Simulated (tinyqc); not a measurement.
Choice of the trial bonds: Wannier functions of a composite (isolated) pair of valence bands (bonds of an sp chain).

Each atom has a hybrid pointing left (<) and right (>). H(k): diagonal +V3 on A, -V3 on B; <A<|A>> = -V1a, <B<|B>> = -V1b, <A>|B<> = -V2, <B>|A<> = -V2p exp(ik); k in 1/a, Bloch sums with exp(ikR). The two lowest bands are filled. Trial functions in cell 0: g1 = cos(c) A> + sin(c) B<, and g2 = sin(c) B> + cos(c) A< of cell 1, whose Bloch vector has cos(c) exp(-ik) on A<. Projection A_mn = <psi_m|g_n>, S = A^+ A, Loewdin U = A S^(-1/2), Bloch-like states w_n = sum_m psi_m U_mn, H_W(k) = U^+ diag(E) U. P = sum_m |psi_m><psi_m| is free of phase choices, and S = g^+ P g, w = P g S^(-1/2).

Parameters, chosen for this exercise: V2 = 4.95 eV (coupling in the bond A-B inside the cell); V2p = 4.9 eV (coupling in the bond to the next cell); V1a = 1.08 eV (coupling of the two hybrids on A); V1b = 1.34 eV (the same on B); V3 = 0.41 eV (A at +V3, B at -V3); xb = 0.45 a (position of B (A at 0)).

N = 12; centres and spreads in real space with point-like hybrids at R and R + xb; smallest eigenvalue of S over the mesh.

Trial angle:

| c (deg) | smallest S | centre 1 (a) | centre 2 (a) | sum of centres | total spread (a^2) | H_12(R = 0), mean over k (eV) |
|---|---|---|---|---|---|---|
| 15 | 0.602 | 0.2438 | 0.7020 | 0.9458 | 0.1295 | -0.7249 |
| 30 | 0.833 | 0.2438 | 0.7020 | 0.9458 | 0.1294 | -0.7227 |
| 45 | 0.975 | 0.2438 | 0.7020 | 0.9458 | 0.1294 | -0.7207 |
| 65 | 0.827 | 0.2438 | 0.7020 | 0.9458 | 0.1294 | -0.7181 |
| 75 | 0.677 | 0.2438 | 0.7020 | 0.9458 | 0.1295 | -0.7166 |
| 85 | 0.507 | 0.2438 | 0.7020 | 0.9458 | 0.1295 | -0.7148 |

Give the missing row, c (deg) = 55.

Computed row:
```
c (deg)  smallest S  centre 1 (a)  centre 2 (a)  sum of centres  total spread (a^2)  H_12(R = 0), mean over k (eV)
55            0.936        0.2438        0.7020          0.9458              0.1294                        -0.7195
```

The sum of the centres stays at 0.9458 a within 0.0000: it gives the electronic polarisation, modulo a, and is fixed by the filled space. Single centres move by less than 0.0001 a here and H_12(0), a matter of gauge, moves by 10 meV. The total spread runs only from 0.1294 to 0.1295 a^2, so the orthogonalisation repairs even poor trials; the projection is best at c = 45 degrees among these rows, and the two bonds, isolated, have c = 47 and 47.

Run: tinyqc, `OMP_NUM_THREADS=1 python tinyqc.py 1452309 1452310 out.jsonl`; Intel(R) Xeon(R) Processor @ 2.30GHz, one thread, shared host; about 0.2 s of CPU time with all checks.
